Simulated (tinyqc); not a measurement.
Inside a calculation. Method: Pariser-Parr-Pople SCF with singles CI, for the molecule [CH2+]c1ccccc1 (SMILES; centres numbered as the heavy atoms are written). One step of it, computed by the program tinyqc.

Problem. PPP integrals. Mataga-Nishimoto: gamma = 14.399645/(R + a), a = 2 x 14.399645/(gamma_rr + gamma_ss); H_rr = -W_r - sum_(s != r) z_s gamma_rs; H_rs = beta for bonds.

Centres (angstrom, eV; a flat drawing with bonds scaled to 1.40 angstrom):
```
centre          x          y  core charge z          W   gamma_rr
1C       2.400000   0.000000              1  11.160000  11.130000
2C       1.000000   0.000000              1  11.160000  11.130000
3C       0.300000   1.212000              1  11.160000  11.130000
4C      -1.100000   1.212000              1  11.160000  11.130000
5C      -1.800000   0.000000              1  11.160000  11.130000
6C      -1.100000  -1.212000              1  11.160000  11.130000
7C       0.300000  -1.212000              1  11.160000  11.130000
```

Resonance integrals (eV):
```
i  j       beta
1  2  -2.210000
2  3  -2.210000
3  4  -2.210000
4  5  -2.210000
5  6  -2.210000
6  7  -2.210000
7  2  -2.210000
```

Give: repulsion gamma_rs; core matrix H.

Solution.

repulsion gamma_rs (eV):
```
         1C       2C       3C       4C       5C       6C       7C
1C  11.1300   5.3455   3.8725   2.8813   2.6211   2.8813   3.8725
2C   5.3455  11.1300   5.3463   3.8725   3.5175   3.8725   5.3463
3C   3.8725   5.3463  11.1300   5.3455   3.8725   3.5181   3.8732
4C   2.8813   3.8725   5.3455  11.1300   5.3463   3.8732   3.5181
5C   2.6211   3.5175   3.8725   5.3463  11.1300   5.3463   3.8725
6C   2.8813   3.8725   3.5181   3.8732   5.3463  11.1300   5.3455
7C   3.8725   5.3463   3.8732   3.5181   3.8725   5.3455  11.1300
```

core matrix H (eV):
```
          1C        2C        3C        4C        5C        6C        7C
1C  -32.6342   -2.2100    0.0000    0.0000    0.0000    0.0000    0.0000
2C   -2.2100  -38.4606   -2.2100    0.0000    0.0000    0.0000   -2.2100
3C    0.0000   -2.2100  -36.9882   -2.2100    0.0000    0.0000    0.0000
4C    0.0000    0.0000   -2.2100  -35.9969   -2.2100    0.0000    0.0000
5C    0.0000    0.0000    0.0000   -2.2100  -35.7361   -2.2100    0.0000
6C    0.0000    0.0000    0.0000    0.0000   -2.2100  -35.9969   -2.2100
7C    0.0000   -2.2100    0.0000    0.0000    0.0000   -2.2100  -36.9882
```
